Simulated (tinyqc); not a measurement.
Inside a calculation. Model: hole mobility in a silicon inversion layer, empirical terms and Matthiessen rule.

Computed by the program tinyqc: `OMP_NUM_THREADS=1 python tinyqc.py 2510023 2510024 out.jsonl`, one thread of a shared Intel Xeon 2.30GHz, about 0.01 s for the whole run. Printed values are rounded.

Inversion layer of sheet density Ns on a uniformly doped body. The mobility terms are empirical power laws with prefactors chosen for the exercise; adding their inverses (Matthiessen) is itself an approximation.

Values chosen for this exercise; material values close to those of silicon:
- T = 400 K (temperature)
- Eg = 1.1 eV (band gap)
- eps_r = 11.7 (relative permittivity of the semiconductor)
- Nc = 4.28e19 cm^-3 (conduction-band density of states at T)
- Nv = 4.03e19 cm^-3 (valence-band density of states at T)
- Nb = 2.4e18 cm^-3 (body doping)
- Vsb = 0 V (reverse body bias)
- eta = 0.3333 (weight of the inversion charge in the effective field)
- Cox = 1.14 uF/cm^2 (gate capacitance)
- Ap = 122 cm^2/(V s) (phonon-limited mobility at 1 MV/cm and 300 K)
- As = 451 cm^2/(V s) (roughness-limited mobility at 1 MV/cm)
- gs = 1.3 (exponent of the roughness term)
- Ac = 1400 cm^2/(V s) (Coulomb prefactor)
- Nit = 6.8e11 cm^-2 (charge at the interface)
- Ns = 6.7e11 cm^-2 (inversion density)
- WL = 20 (ratio W/L)
- Vd = 0.01 V (drain voltage)
- I = 0.546 uA (measured linear current)

Constants: q = 1.602176634e-19 C, kB = 1.380649e-23 J/K, Vt = kB T/q, eps0 = 8.8541878128e-14 F/cm where lengths are in cm. Results are converted to the units shown.

## Depletion charge and effective field

ni = sqrt(Nc Nv) exp(-Eg/(2 Vt)), Eg in volts; Ndep = sqrt(2 eps0 eps_r Nb (2 Vt ln(Nb/ni) + Vsb)/q); E = q (Ndep + eta Ns)/(eps0 eps_r), in MV/cm.

ni = 4.88292e12 cm^-3
Ndep = 5.29525e12 cm^-2
E = 0.853497 MV/cm

The depletion charge gives 96.0 % of the field.

## Mobility terms and their sum

With t = T/(300 K): muC = Ac (Ns/1e12 cm^-2) t/(Nb/1e17 cm^-3 + Nit/1e11 cm^-2), muP = Ap E^(-1/3) t^(-1.75), muS = As E^(-gs); 1/mu is the sum of the inverses.

terms (cm^2/(V s)): Coulomb 40.6061, phonon 77.7409, roughness 554.133
mu = 25.4487 cm^2/(V s)
shares of 1/mu (%): Coulomb 62.6722, phonon 32.7353, roughness 4.59253

The Coulomb term limits most.

## Iteration 1: inversion density for the measured current

Ns at the start = 1e12 cm^-2

I = (W/L) q Ns mu Vd. E = q (Ndep + eta Ns)/(eps0 eps_r) in MV/cm. With t = T/(300 K): muC = Ac (Ns/1e12 cm^-2) t/(Nb/1e17 cm^-3 + Nit/1e11 cm^-2), muP = Ap E^(-1/3) t^(-1.75), muS = As E^(-gs); 1/mu is the sum of the inverses. Ns(new) = I/((W/L) q mu Vd).

E = 0.870507 MV/cm
mu = 31.9492 cm^2/(V s)
Ns after iteration 1 = 5.33325e11 cm^-2

## Iteration 2: inversion density for the measured current

As before.

E = 0.846451 MV/cm
mu = 21.9534 cm^2/(V s)
Ns after iteration 2 = 7.76158e11 cm^-2

## Course of the iteration: inversion density for the measured current

Stop when Ns changes by less than 1e5 cm^-2, or after 120 iterations.

Course of the iteration:
```
iteration  Ns (cm^-2)  |change| (cm^-2)
1          5.33325e11           4.67e11
2          7.76158e11           2.43e11
3          6.12885e11           1.63e11
4          7.08270e11           9.54e10
5          6.47143e11           6.11e10
6          6.84220e11           3.71e10
7          6.60931e11           2.33e10
8          6.75251e11           1.43e10
9          6.66328e11            8.92e9
...               ...               ...
25         6.69724e11            4.24e6
26         6.69726e11            2.63e6
27         6.69725e11            1.63e6
28         6.69726e11            1.01e6
29         6.69725e11            6.27e5
30         6.69726e11            3.89e5
31         6.69725e11            2.41e5
32         6.69726e11            1.49e5
33         6.69725e11            9.27e4
```

Converged in 33 iterations. At the end each change is about 0.62 times the one before, with alternating sign: linear convergence.

## Split C-V extraction

Vg, point 0 to 12 (V): [0, 0.1, 0.2, 0.3, 0.4, 0.5, 0.6, 0.7, 0.8, 0.9, 1, 1.1, 1.2]
Cgc, point 0 to 12 (uF/cm^2): [9.05100e-4, 0.00898588, 0.0838985, 0.504668, 1.01252, 1.12582, 1.13857, 1.13986, 1.13999, 1.14000, 1.14000, 1.14000, 1.14000]
I, point 0 to 12 (uA): [1.16973e-7, 1.15897e-5, 0.00106187, 0.0547198, 0.555665, 1.60245, 2.84883, 4.14724, 5.44955, 6.73648, 7.99928, 9.23391, 10.4387]

Q(Vg) is the trapezoid sum of Cgc from the first point (where Q is taken as 0); mu_eff = I/((W/L) Q Vd); mu_FE = (dI/dVg)/((W/L) Cox Vd) with a backward difference. Listed from point 4 on.

Q, point 4 to 12 (uC/cm^2): [0.110426, 0.217344, 0.330563, 0.444484, 0.558476, 0.672476, 0.786475, 0.900475, 1.01448]
mu_eff, point 4 to 12 (cm^2/(V s)): [25.1600, 36.8644, 43.0906, 46.6522, 48.7895, 50.0872, 50.8553, 51.2724, 51.4487]
mu_FE, point 4 to 12 (cm^2/(V s)): [21.9713, 45.9115, 54.6658, 56.9477, 57.1191, 56.4444, 55.3858, 54.1504, 52.8411]

At the last point mu_FE is 2.7 % above mu_eff.
